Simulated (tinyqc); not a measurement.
Transistor under a ferroelectric capacitor (negative capacitance), static model: two steps of the calculation.

A ferroelectric film of thickness tf lies between the gate and an inner metal at potential v, which drives an ordinary transistor. One domain, P = Q (background permittivity neglected): Vg = v + tf (2 al Q + 4 be Q^3), al = -3 sqrt(3) Ec/(4 Pr), be = 3 sqrt(3) Ec/(8 Pr^3). Gate charge Q(v) = Qi + Cp v with the channel charge Qi = Cox n Vt ln(1 + exp((v - VT)/(n Vt))). Q in uC/cm^2, E in kV/cm; 1 nm times 1 kV/cm is 1e-4 V. Domains, leakage and the switching time are left out.

Parameters, values chosen for the exercise; Pr and Ec close to those of hafnium oxide based films:
- T = 293 K (temperature)
- Pr = 10 uC/cm^2 (remanent polarisation)
- Ec = 1000 kV/cm (coercive field)
- Cox = 2.2 uF/cm^2 (capacitance of the inner oxide)
- Cp = 0.83 uF/cm^2 (overlap capacitance per gate area)
- VT = 0.33 V (threshold of the inner transistor)
- n = 1.25 (subthreshold factor of the inner transistor)
- tf = 21 nm (ferroelectric thickness)
- Vg = 0.21 V (gate voltage)

Constants: q = 1.602176634e-19 C, kB = 1.380649e-23 J/K, Vt = kB T/q. Results are converted to the units shown.

Task 1. Landau coefficients and capacitance at zero charge. al = -3 sqrt(3) Ec/(4 Pr), be = 3 sqrt(3) Ec/(8 Pr^3); C_FE(0) = 1/(2 al tf); far below threshold the gain is 1/(1 + 2 al tf Cp) near Q = 0 and the swing n Vt ln 10/gain.

Give: al; be; C_FE(0); gain near Q = 0; swing.

Result 1.

al = -129.9 kV cm/uC
be = 0.6495 kV cm^5/uC^3
C_FE(0) = -1.833 uF/cm^2
gain near Q = 0 = 1.828
swing = 39.76 mV/decade

Task 2. Inner potential by Newton steps. f = v + tf (2 al Q + 4 be Q^3) - Vg, f' = 1 + C tf (2 al + 12 be Q^2) with C = Cox/(1 + exp(-(v - VT)/(n Vt))) + Cp; v(new) = v - f/f'.

v after iteration 1 = 8.4792537 V
al = -129.90381 kV cm/uC
be = 0.64951905 kV cm^5/uC^3

Wanted: Q; f; f'; v after iteration 2.

Result 2.

Q = 24.97 uC/cm^2
f = 79.55 V
f' = 30.26
v after iteration 2 = 5.850 V

The value that enters this step is an overshoot, farther from the solution than the start was, so its intermediate quantities are not physical.

Computed by the program tinyqc: `OMP_NUM_THREADS=1 python tinyqc.py 2860152 2860153 out.jsonl`, one thread of a shared Intel Xeon 2.30GHz, about 0.02 s for the whole run.
